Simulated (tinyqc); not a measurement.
# From one set of inputs to another, one input at a time

Model: grain-boundary trapping model (Seto) of a polycrystalline semiconductor film. Computed by tinyqc, a small Python program. Command: `OMP_NUM_THREADS=1 python tinyqc.py 3013175 3013176 out.jsonl poly ladder`. One thread of a shared host (Intel(R) Xeon(R) Processor @ 2.30GHz), about 0.01 s of CPU time with the checks.

Grains of equal size L are joined by thin boundaries with one trap level. Trapped carriers deplete a width W on each side and raise a barrier, crossed by thermionic emission. Dopants are fully ionised, statistics are non-degenerate and mu_g does not depend on T.

The inputs printed are set A. Set A is modelled on polycrystalline ZnO; the values taken over come from a set modelled on polycrystalline silicon. Inputs not listed in the table keep their values of set A, so the rows need not describe a real material.

Inputs (values chosen for the exercise, modelled on polycrystalline ZnO):

| quantity | value | unit |
|---|---|---|
| permittivity eps | 8.3 | - |
| effective mass m | 0.26 | m_0 |
| effective density of states at 300 K, N_c | 3.7e+18 | 1/cm^3 |
| grain size L | 130 | nm |
| trap density Q_t | 1.3e+12 | 1/cm^2 |
| trap level E_t below the band edge | 0.41 | eV |
| doping N | 4.8e+16 | 1/cm^3 |
| temperature T | 350 | K |

Grain interior: neglected.

Constants: k_B = 8.617333262e-05 eV/K; e = 1.602176634e-19 C; eps_0 = 8.8541878128e-12 F/m; m_0 = 9.1093837015e-31 kg; k_B = 1.380649e-23 J/K.

Method. N_c(T) = N_c (T/300 K)^(3/2). Filled traps Q = Q_t/(1 + (1/2) exp((E_t* - E_F)/k_B T)), where E_t* = e V_B - E_t and E_F are counted from the band edge at the grain centre. Partial depletion: Q = 2 N W, V_B = e N W^2/(2 eps eps_0), E_F = k_B T ln(N/N_c); solve for W. If that W would exceed L/2 the grain is fully depleted: W = L/2, Q = N L, and E_F follows from the trap equation. Centre density n_0 = N_c exp(E_F/k_B T). Boundary: sigma_b = L e^2 n_0 exp(-e V_B/k_B T)/sqrt(2 pi m k_B T); rho = 1/sigma_b. Mean carrier density n_av = n_0 [(1 - 2W/L) + (2W/L) (sqrt(pi)/2) erf(y)/y], y = sqrt(e V_B/k_B T); effective mobility 1/(e n_av rho).

Each row keeps all changes above it:

| input moved | from | to | resistivity rho (ohm cm) | effective mobility (cm^2/(V s)) | barrier V_B (V) |
|---|---|---|---|---|---|
| set A | - | - | 9.4611e+02 | 4.92 | 0.22107 |
| effective mass m (m_0) | 0.26 | 0.31 | 1.0331e+03 | 4.51 | 0.22107 |
| grain size L (nm) | 130 | 17 | 1.0889e+05 | 270.38 | 0.00378 |
| trap level E_t below the band edge (eV) | 0.41 | 0.34 | 1.0691e+04 | 270.38 | 0.00378 |
| trap density Q_t (1/cm^2) | 1.3e+12 | 9.3e+11 | 7.4443e+03 | 270.38 | 0.00378 |
| doping N (1/cm^3) | 4.8e+16 | 1.1e+18 | 3.9249e-02 | 159.98 | 0.02142 |
| temperature T (K) | 350 | 250 | 4.4078e-02 | 147.19 | 0.02143 |
| permittivity eps | 8.3 | 11.7 | 3.3014e-02 | 190.09 | 0.01520 |

Which inputs carry the difference?

Resistivity rho goes from 946 to 0.0330, a factor 3.49e-5 in all. The largest single move comes from doping N (a factor 5.27e-6), and grain size L works against it (a factor 105). Effective mobility goes from 4.92 to 190, a factor 38.6 in all. The largest single move comes from grain size L (a factor 60.0), and doping N works against it (a factor 0.592). Barrier V_B goes from 0.221 to 0.0152, a factor 0.0688 in all. The largest single move comes from grain size L (a factor 0.0171), and doping N works against it (a factor 5.67). The single moves hold for this order of the switches; the total does not depend on the order.

Caution (rows grain size L, trap level E_t below the band edge, trap density Q_t, doping N, temperature T, permittivity eps): the barrier is below 2 k_B T, so scattering inside the grains, left out here, also limits the real mobility. Caution (rows doping N, temperature T, permittivity eps): E_F is within 2 k_B T of the band edge, so non-degenerate statistics fail, and tunnelling through so thin a barrier adds to the current. Caution (rows doping N, temperature T, permittivity eps): e V_B is below 2 k_B T, where the depletion approximation fails and the mean density does not balance the trapped charge.

Extremes, crossings and ranges named in words are read from the listed rows.
